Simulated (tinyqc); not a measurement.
Inside a calculation: alloy A(1-x)B(x) by interpolation with bowing. Values are carried at full precision from step to step, so a last printed digit may differ when a step is redone from the rounded ones.

Each gap follows E(x) = (1 - x) E_A + x E_B - C x (1 - x); the lattice constant follows Vegard, a(x) = (1 - x) a_A + x a_B.

Constants: hc = 1239.841984 eV nm; kB = 8.617333262e-05 eV/K.

Parameters, chosen for this exercise (A near InAs, B near InSb; not measured data): a = (6.065, 6.473) angstrom (lattice constant of A, B); x = 0.72 (fraction of B); Eg = (0.418, 0.238) eV (gap at Gamma to the s-like level of A, B); EgX = (1.444, 0.639) eV (gap to the lowest valley along Gamma-X of A, B); EgL = (1.133, 0.927) eV (gap to L of A, B); C = (0.669, 0.545, 0.656) eV (bowing of the Gamma, X and L gaps); Dso = (0.39, 0.818) eV (spin-orbit splitting of A, B); Ep = (21.6, 23.1) eV (Kane energy of A, B); me = (0.026, 0.0137) m0 (electron mass at Gamma of A, B); Cs = 1.2 eV (bowing of Dso); md = (0.0091, 0.94, 0.51) m0 (density-of-states masses of Gamma, all X and all L valleys); T = 200 K (temperature).

## Gaps and lattice constant at x

Also give the wavelength hc/E of the lowest gap.

a(x) = 6.3588 angstrom

linear parts (eV): Gamma 0.2884, X 0.8644, L 0.9847

bowing terms C x (1 - x) (eV): Gamma 0.1349, X 0.1099, L 0.1322

gaps (eV): Gamma 0.1535, X 0.7545, L 0.8524

wavelength of the lowest gap = 8075.6 nm

The lowest valley is Gamma, so the gap is direct; the next, X, lies 601 meV higher.

## Where the valleys cross

The difference of two gaps is a quadratic q2 x^2 + q1 x + q0 with q2 = C_i - C_j, q1 = (E_B - E_A - C)_i - (E_B - E_A - C)_j, q0 = E_A,i - E_A,j; give its roots between 0 and 1 (a dash: none).

Crossings:

| pair | q2 | q1 | q0 | first root | second root |
|---|---|---|---|---|---|
| Gamma-X | 0.124 | 0.501 | -1.026 | - | - |
| Gamma-L | 0.013 | 0.013 | -0.715 | - | - |
| X-L | -0.111 | -0.488 | 0.311 | 0.5647 | - |

The lowest valley is Gamma at every x. The other crossings lie above the lowest valley.

## Electron mass of the alloy

Mass at Gamma from the Kane formula 1/m = F + Ep (Eg + 2 Dso/3)/(Eg (Eg + Dso)). F is fixed by the masses of A and B and interpolated linearly, as is Ep; Eg and Dso carry their bowing.

Compare with the linear interpolation of the masses.

F of A, B: -4.8991  0.9952

Ep, Eg, Dso at x (eV): 22.6800  0.1535  0.4562

m(x) from the Kane formula = 0.0091 m0
m(x) linear = 0.0171 m0

The Kane value lies 47.1 % below the linear one.

## Shares of the electrons in the valleys

Non-degenerate: n_i proportional to md_i^(3/2) exp(-E_i/kT).

md^(3/2): Gamma 0.0009, X 0.9114, L 0.3642

(E - E_min)/kT: Gamma 0.00, X 34.87, L 40.55

shares: Gamma 1.000, X 0.000, L 0.000

Gamma holds most electrons (100.0 %).

## Checks

- The X and L gaps at their crossing x = 0.5647 (eV): both 0.8554.

Program tinyqc; command `OMP_NUM_THREADS=1 python tinyqc.py 1081067 1081068 out.jsonl`; about 0.01 s on one thread of a shared Intel(R) Xeon(R) Processor @ 2.30GHz.
